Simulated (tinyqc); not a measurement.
# Resistance of a tapered via with liner, size effect and interface: effects of single changes

A round via whose diameter grows from db at the bottom as D(z) = db + 2 z/tan(ang). The fill, of diameter D - 2 tl, starts above the bottom liner (thickness fb tl) and has rho = rho0 (1 + ks lam/(D - 2 tl)); the sidewall liner conducts in parallel with it. The bottom liner and the interface are crossed over the full area pi db^2/4. Spreading in the lines above and below is left out.

Parameters, values chosen for the exercise; fill metal close to tungsten: diameter at the bottom db = 33 nm; height hv = 110 nm; sidewall angle ang = 88 degrees; bulk resistivity of the fill rho0 = 5.29 uohm cm; mean free path of the fill lam = 15.3 nm; size-effect factor ks = 1; liner on the sidewall tl = 1.7 nm; liner at the bottom over that on the sidewall fb = 1; resistivity of the liner rl = 260 uohm cm; interface resistivity at the bottom ri = 5.3e-13 ohm cm^2; ballistic conductance per area, about 3/(4 rho0 lam) Sb = 9.1e14 S/m^2; bulk resistivity of the second fill (close to cobalt) rho2 = 6.17 uohm cm; its mean free path lam2 = 11.9 nm; its liner tl2 = 1.1 nm.

Each table varies one quantity; the others keep the values above.

## Via resistance against the diameter at the bottom

Slices between z0 = fb tl and hv, evaluated at their midpoints: conductance per length pi/4 [(D - 2 tl)^2/rho + (D^2 - (D - 2 tl)^2)/rl], slice resistance = slice height over that. 2000 slices. R_fill = sum of the slices; R_bottom = rl fb tl/(pi db^2/4); R_interface = ri/(pi db^2/4); ballistic (Sharvin) limit 1/(Sb pi (db - 2 tl)^2/4); ideal cylinder rho0 hv/(pi db^2/4).

Via resistance against the diameter at the bottom:
```
db (nm)	R_fill (ohm)	R_bottom (ohm)	R_interface (ohm)	R (ohm)	ballistic limit (ohm)	R over ideal cylinder	largest part
6	947.6	156.3	1.874	1106	207.0	5.373	fill
8.3	333.8	81.69	0.9796	416.4	58.27	3.872	fill
11	147.9	46.51	0.5577	195.0	24.22	3.184	fill
16	54.86	21.98	0.2636	77.11	8.813	2.664	fill
22	24.91	11.63	0.1394	36.68	4.044	2.396	fill
30	11.93	6.253	0.07498	18.26	1.977	2.218	fill
42	5.522	3.190	0.03825	8.750	0.9391	2.083	fill
58	2.694	1.673	0.02006	4.387	0.4693	1.992	fill
80	1.340	0.8793	0.01054	2.230	0.2385	1.926	fill
```

R falls from 1110 to 2.23 ohm. The fill is the largest part at db = 6 and in all other rows. R goes as db^(-3.01) between the first two rows and db^(-2.10) between the last two; area alone gives -2.

## Via resistance against the liner on the sidewall

Same model as above.

2000 slices.

The same in every row: R_interface (ohm) = 0.06197.

Result of one run:
```
tl (nm)	R_fill (ohm)	R_bottom (ohm)	R (ohm)	ballistic limit (ohm)	R over ideal cylinder	largest part
0	7.836	0	7.898	1.285	1.161	fill
```

What becomes of these results when the liner on the sidewall tl is changed from 0 to 4 nm, all else the same?

Result of the changed run:
```
tl (nm)	R_fill (ohm)	R_bottom (ohm)	R (ohm)	ballistic limit (ohm)	R over ideal cylinder	largest part
4	13.02	12.16	25.24	2.239	3.710	fill
```

The whole series:
```
tl (nm)	R_fill (ohm)	R_bottom (ohm)	R (ohm)	ballistic limit (ohm)	R over ideal cylinder	largest part
0	7.836	0	7.898	1.285	1.161	fill
0.6	8.388	1.824	10.27	1.384	1.510	fill
1.1	8.895	3.344	12.30	1.475	1.808	fill
1.7	9.567	5.168	14.80	1.597	2.175	fill
2.3	10.32	6.992	17.37	1.735	2.554	fill
2.9	11.17	8.816	20.04	1.891	2.946	fill
3.4	11.96	10.34	22.35	2.038	3.286	fill
4	13.02	12.16	25.24	2.239	3.710	fill
```

R rises from 7.90 to 25.2 ohm. The fill is the largest part at tl = 0 and in all other rows. The share of the two bottom terms goes from 0.785 to 48.4 %.

## Two fill metals against the diameter

2000 slices. R_fill = sum of the slices; R_bottom = rl fb tl/(pi db^2/4); R_interface = ri/(pi db^2/4). The second fill has rho2, lam2 and tl2 in place of rho0, lam and tl.

Two fill metals against the diameter:
```
db (nm)	R, first fill (ohm)	R, second fill (ohm)	ratio second/first
6	1105.8	648.32	0.58630
8.5	389.47	270.18	0.69372
12	156.13	120.30	0.77053
17	66.761	54.971	0.82339
24	30.092	25.863	0.85944
35	13.006	11.530	0.88653
49	6.2825	5.6746	0.90325
70	2.9501	2.7013	0.91568
100	1.4017	1.2956	0.92431
```

Read the table: what changes, and by how much?

The ratio goes from 0.586 to 0.924. The second fill gives the lower R in every row.

Computed by the program tinyqc: `OMP_NUM_THREADS=1 python tinyqc.py 2750069 2750070 out.jsonl`, one thread of a shared Intel Xeon 2.30GHz, about 0.01 s for the whole run.
